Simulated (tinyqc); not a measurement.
Delta-doped layer in the Thomas-Fermi potential, step by step. Values are carried at full precision from step to step, so a last printed digit may differ when a step is redone from the rounded ones.

All donors ionised in the plane z = 0, zero temperature, energies from the Fermi level EF of the Thomas-Fermi model, which lies at the bulk band edge; c = hbar^2/2m0, q = e^2/(4 pi eps0). gv = 4 equivalent valleys, m_d = sqrt(m3^3/mz) in the plane. With n = (gv/3 pi^2)(m3 (-V)/c)^(3/2) and V'' = -(4 pi q/eps) n for z > 0, the solution is V = -b/(|z| + z0)^4 with sqrt(b) = 20/K, K = (4 pi q/eps)(gv/3 pi^2)(m3/c)^(3/2), and z0^5 = 4b/(e F0), e F0 = 2 pi q N/eps; 1e13/cm^2 = 1e-3/angstrom^2. Exchange and correlation are left out.

Constants: hbar^2/2m0 = 3.80998211 eV angstrom^2; e^2/(4 pi eps0) = 14.39964547 eV angstrom.

Inputs chosen for the exercise (near those of a delta-doped layer in Ge; not measured data): m3 = 0.218 m0 (density-of-states mass of a valley); mz = 0.118 m0 (mass along z); eps = 16.4 (dielectric constant); N = 0.5 x 1e13/cm^2 (donor sheet density).

## The Thomas-Fermi well

Give K, b, e F0, z0 and the depth b/z0^4.

K = 0.020401 eV^(-1/2) angstrom^-2
b = 9.6105e+05 eV angstrom^4
e F0 = 0.0027584 eV/angstrom
z0 = 67.43 angstrom
depth = 0.0465 eV

Half of the electrons lie within |z| < (2^(1/5) - 1) z0 = 10.0 angstrom. The mean donor spacing in the plane is 44.7 angstrom, against a Bohr radius 0.529177 eps/m3 = 39.8 angstrom: the spacing is not small against it, so the smeared sheet is a crude model.

## Profile

V = -b/(|z| + z0)^4, n and the share of electrons beyond |z|, (z0/(|z| + z0))^5, at z = 0, 0.1, 0.25, 0.5, 1 and 2 times z0; n = (eps/(4 pi q)) 20 b/(|z| + z0)^6, q = e^2/(4 pi eps0), 1/angstrom^3 = 1e24/cm^3.

Profile:

| z (angstrom) | V (eV) | n (1e19/cm^3) | share beyond |
|---|---|---|---|
| 0.0 | -0.0465 | 1.85 | 1.000 |
| 6.7 | -0.0318 | 1.05 | 0.621 |
| 16.9 | -0.0190 | 0.486 | 0.328 |
| 33.7 | -0.0092 | 0.163 | 0.132 |
| 67.4 | -0.0029 | 0.0290 | 0.031 |
| 134.9 | -0.0006 | 0.00254 | 0.004 |

## Subbands

Subbands solve -(c/m_z) psi'' + V psi = E psi on 1280 points of spacing z0/80; up to ten levels for each group, kept if bound with an rms width below 2.5 z0.

List the bound levels with their rms width.

Subbands:

| label | valleys g | m_d (m0) | E (eV) | rms z (angstrom) |
|---|---|---|---|---|
| 0 | 4 | 0.2963 | -0.0113 | 43.8 |

## Filling the subbands

At zero temperature n_i = g m_d (mu - E_i)/(2 pi c) for E_i < mu, c = hbar^2/2m0; find mu from sum n_i = N (1e13/cm^2 = 1e-3/angstrom^2).

mu = -0.0012 eV

n_i in the order of the list (1e13/cm^2): 0.500

1 subband filled in part, the lowest with 100 % of the electrons. The potential was built for a Fermi level at 0; filling its quantised levels puts mu 2.6 % of the depth below that; with so few subbands the Thomas-Fermi picture is crude, and a close match would be chance.

## Estimate from a V-shaped well

Near z = 0 the well is -depth + e F0 |z|, whose levels are a (c (e F0)^2/m_z)^(1/3) with a = 1.018793 (even) and 2.338107 (odd); c = hbar^2/2m0, m_z = mz.

levels 0 and 1 (eV): 0.0173  0.0999

Level 0 comes out 29 meV too high, since screening flattens the true well away from the plane, and both levels land above the rim at 0.

## Checks

- Integral of the Thomas-Fermi density against N, 1e13/cm^2: both 0.5000.
- Lowest level on a finer grid (z0/200), eV: both -0.011.

Program tinyqc; command `OMP_NUM_THREADS=1 python tinyqc.py 1282263 1282264 out.jsonl`; about 0.1 s on one thread of a shared Intel(R) Xeon(R) Processor @ 2.30GHz.
